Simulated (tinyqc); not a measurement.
Precursor delivery and alloy composition in metal-organic vapour-phase epitaxy: one step, computed by the program tinyqc.

Carrier gas leaves each bubbler saturated. Group-III species cross a boundary layer and react at the surface; element 2 can also desorb. The film is (1)_(1-x) (2)_x V with a zinc-blende cell.

Task: Composition and growth rate. Loss of element 2 is r x with r = prefactor x exp(-energy/(k_B T)). Then x = (g2 - r x)/(g1 + g2 - r x), or r x^2 - (g1 + g2 + r) x + g2 = 0, smaller root; growth rate G = g1/(1 - x) layers/s; one layer is a/2 thick, 1 angstrom/s = 0.36 um/h. Temperatures in kelvin are T(C) + 273.15. Distribution coefficient = [x/(1 - x)]/[x_g/(1 - x_g)], x_g = g2/(g1 + g2).

Inputs (values chosen for the exercise, close to those used for InGaAs from TMGa and TMIn): source 1: bath temperature = -7 C; source 2: bath temperature = 28 C; prefactor of the loss of element 2 = 6.7e+15 layers/s; energy of the loss = 3.21 eV; lattice constant a = 5.75 angstrom; growth temperature T = 580 C.

arrival rates (layers/s): g1 2.315416, g2 0.5393585

Constants: k_B = 8.617333262e-05 eV/K.

Give: loss rate r; solid share x; growth rate G; distribution coefficient.

Result:

loss rate r = 7.3076e-04 layers/s

solid share x = 0.18889

growth rate G = 2.9545 um/h

distribution coefficient = 0.99974

Desorption is negligible, so the solid copies the gas. Caution: the lattice constant is held fixed as x changes, delta does not respond to the flow, both precursors share one D and k_s, and gas-phase side reactions are left out.
